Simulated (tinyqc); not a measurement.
p-n heterojunction, non-linear Poisson equation by Newton steps, Boltzmann statistics: one step of the calculation.

One dimension, material 1 (p-type) at x < 0 and material 2 (n-type) at x > 0. Band edges: Ec = -psi in material 1 and -psi + dEc in material 2, Ev = Ec - Eg. Flat quasi-Fermi levels: 0 for holes, +V for electrons. n = Nc F((EFn - Ec)/Vt), p = Nv F((Ev - EFp)/Vt), with F(eta) = exp(eta) (Boltzmann statistics); full ionisation, no interface charge, classical densities; the doping types are chosen for the exercise.

Problem. Newton step. Solve the tridiagonal system a_(i-1) d_(i-1) + b_i d_i + a_i d_(i+1) = -F_i for nodes 1 to 10, with d = 0 on fixed nodes. If the largest |d| exceeds 4 Vt, the whole step is scaled down so that it equals 4 Vt.

Parameters, values chosen for the exercise:
- T = 300 K (temperature)

Constants: q = 1.602176634e-19 C, kB = 1.380649e-23 J/K, Vt = kB T/q. Results are converted to the units shown.

| interval | coupling a_i (F/cm^2) |
|---|---|
| 0 | 1.1268966e-7 |
| 1 | 1.4706956e-7 |
| 2 | 1.9112564e-7 |
| 3 | 2.5224140e-7 |
| 4 | 3.3118718e-7 |
| 5 | 4.4039573e-7 |
| 6 | 3.2757252e-7 |
| 7 | 2.4039596e-7 |
| 8 | 1.7708376e-7 |
| 9 | 1.2775328e-7 |
| 10 | 9.5135422e-8 |

| node | diagonal b (F/cm^2) | residual F (C/cm^2) |
|---|---|---|
| 1 | -6.1597753e-6 | ~0 |
| 2 | -4.8673252e-6 | ~0 |
| 3 | -3.9052883e-6 | ~0 |
| 4 | -3.2124063e-6 | ~0 |
| 5 | -2.7758531e-6 | 1.7899673e-6 |
| 6 | -2.5268176e-6 | -1.7899673e-6 |
| 7 | -2.9663994e-6 | ~0 |
| 8 | -3.6786021e-6 | ~0 |
| 9 | -4.7856266e-6 | ~0 |
| 10 | -6.3212247e-6 | ~0 |

| node | psi at the start (V) |
|---|---|
| 0 | -3.8242636 |
| 1 | -3.8242636 |
| 2 | -3.8242636 |
| 3 | -3.8242636 |
| 4 | -3.8242636 |
| 5 | -3.8242636 |
| 6 | 0.2401885 |
| 7 | 0.2401885 |
| 8 | 0.2401885 |
| 9 | 0.2401885 |
| 10 | 0.2401885 |
| 11 | 0.2401885 |

Wanted: Newton step d, before damping; psi after iteration 1.

Solution.

| node | Newton step d, before damping (V) |
|---|---|
| 1 | 0.00000 |
| 2 | 0.00015 |
| 3 | 0.00371 |
| 4 | 0.05732 |
| 5 | 0.55316 |
| 6 | -0.62091 |
| 7 | -0.06893 |
| 8 | -0.00451 |
| 9 | -0.00017 |
| 10 | 0.00000 |

| node | psi after iteration 1 (V) |
|---|---|
| 0 | -3.8243 |
| 1 | -3.8243 |
| 2 | -3.8242 |
| 3 | -3.8236 |
| 4 | -3.8147 |
| 5 | -3.7321 |
| 6 | 0.1368 |
| 7 | 0.2287 |
| 8 | 0.2394 |
| 9 | 0.2402 |
| 10 | 0.2402 |
| 11 | 0.2402 |

Program tinyqc, `OMP_NUM_THREADS=1 python tinyqc.py 2040167 2040168 out.jsonl`; Intel Xeon 2.30GHz, shared host, one thread, about 0.04 s.

~0 in a residual or rate marks an entry under 1e-11 of the largest of its column.
